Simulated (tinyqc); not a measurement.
Inputs raised by 2 %, one at a time: ballistic transport through the one-dimensional subbands of a rectangular nanowire or nanosheet channel. Computed by tinyqc, a small Python program. Command: `OMP_NUM_THREADS=1 python tinyqc.py 3023928 3023929 out.jsonl wire sens`. One thread of a shared host (Intel(R) Xeon(R) Processor @ 2.30GHz), about 0.1 s of CPU time with the checks.

Hard walls, parabolic subbands, transport along x. Energies are counted from the bulk conduction band edge at the top of the barrier, which the gate pulls down by U; the source Fermi level lies at the bulk edge when U = 0.

Inputs (values chosen for the exercise, modelled on silicon):
```
quantity                                   value  unit
light mass m_t                              0.19   m_0
heavy mass m_l                             0.931   m_0
height a                                     2.5    nm
width b                                      3.8    nm
equivalent oxide thickness t                 1.3    nm
gate voltage above flat band V_G            0.98     V
drain voltage V_D                           0.05     V
temperature T                                150     K
mean free path for back-scattering lambda     16    nm
channel length L                              39    nm
```

Valleys: silicon [100] wire.

Constants: hbar^2/(2 m_0) = 3.80998212 eV angstrom^2; k_B = 8.617333262e-05 eV/K; m_0 = 9.1093837015e-31 kg; k_B = 1.380649e-23 J/K; hbar = 1.054571817e-34 J s; eps_0 = 8.8541878128e-12 F/m; e = 1.602176634e-19 C; h = 6.62607015e-34 J s.

Method:
- E_pq = (hbar^2 pi^2/2)(p^2/(m_y b^2) + q^2/(m_z a^2)); valley pairs: (m_x, m_y, m_z) = (m_t, m_t, m_l), (m_t, m_l, m_t), (m_l, m_t, m_t), each with degeneracy g = 2; the 10 lowest subbands are kept.
- F_j(eta) = (1/Gamma(j + 1)) int_0^infinity x^j/(1 + exp(x - eta)) dx, F_0 = ln(1 + exp(eta)). Integrals over x = E/(k_B T) use 160 Gauss-Legendre points in u = sqrt(x) from 0 to sqrt(max(eta, 0) + 32).
- With degeneracy g = 2, eta_i = (U - E_i)/(k_B T) and u = e V_D/(k_B T): line density n = sum_i g sqrt(2 m_x k_B T/pi)/(2 hbar) [F_-1/2(eta_i) + F_-1/2(eta_i - u)]; gate: e n = C_ox (V_G - U/e), C_ox = 3.9 eps_0 2 (a + b)/t (flat-plate estimate); I = (2 e k_B T/h) sum_i g [F_0(eta_i) - F_0(eta_i - u)].
- Linear conductance G = (2 e^2/h) sum_i g f(eta_i), g = 2, f = 1/(1 + exp(-eta_i)), with the barrier frozen at the eta_i above; current per perimeter I/(2(a + b)); with scattering, transmission lambda/(lambda + L) and low-bias resistance (1 + L/lambda)/G.

Runs; columns: (1) input moved; (2) from; (3) to; (4) line density n (1/nm); (5) mean velocity I/(e n) (1e7 cm/s); (6) ballistic conductance (microsiemens); (7) current per perimeter (microampere/micrometre):
```
(1)                                              (2)     (3)    (4)     (5)    (6)    (7)
base run                                           -       -  1.281  0.5616  303.1  914.6
light mass m_t (m_0)                            0.19  0.1938  1.291  0.5633  303.1  924.7
height a (nm)                                    2.5    2.55  1.305  0.5865  315.7  965.4
width b (nm)                                     3.8   3.876  1.299  0.5553  307.7  906.4
equivalent oxide thickness t (nm)                1.3   1.326  1.260  0.5585  297.8  894.6
gate voltage above flat band V_G (V)            0.98  0.9996  1.315  0.5665  311.5  947.5
temperature T (K)                                150     153  1.281  0.5617  302.9  915.0
mean free path for back-scattering lambda (nm)    16   16.32  1.281  0.5616  303.1  914.6
```

Exponents ln(y'/y) / ln(x'/x):
```
input                                      line density n  mean velocity I/(e n)  ballistic conductance  current per perimeter
light mass m_t                                      0.400                  0.153                  0.005                  0.553
height a                                            0.934                  2.191                  2.051                  2.726
width b                                             0.722                 -0.571                  0.756                 -0.455
equivalent oxide thickness t                       -0.840                 -0.278                 -0.891                 -1.118
gate voltage above flat band V_G                    1.342                  0.441                  1.380                  1.783
temperature T                                       0.009                  0.010                 -0.035                  0.019
mean free path for back-scattering lambda           0.000                  0.000                  0.000                  0.000
```

Among the inputs moved here: line density n answers most in size to gate voltage above flat band V_G (exponent +1.342), next to height a (+0.934); its exponent is below 0.0005 for mean free path for back-scattering lambda. Mean velocity I/(e n) answers most in size to height a (exponent +2.191), next to width b (-0.571); its exponent is below 0.0005 for mean free path for back-scattering lambda. Ballistic conductance answers most in size to height a (exponent +2.051), next to gate voltage above flat band V_G (+1.380); its exponent is below 0.0005 for mean free path for back-scattering lambda. Current per perimeter answers most in size to height a (exponent +2.726), next to gate voltage above flat band V_G (+1.783); its exponent is below 0.0005 for mean free path for back-scattering lambda.
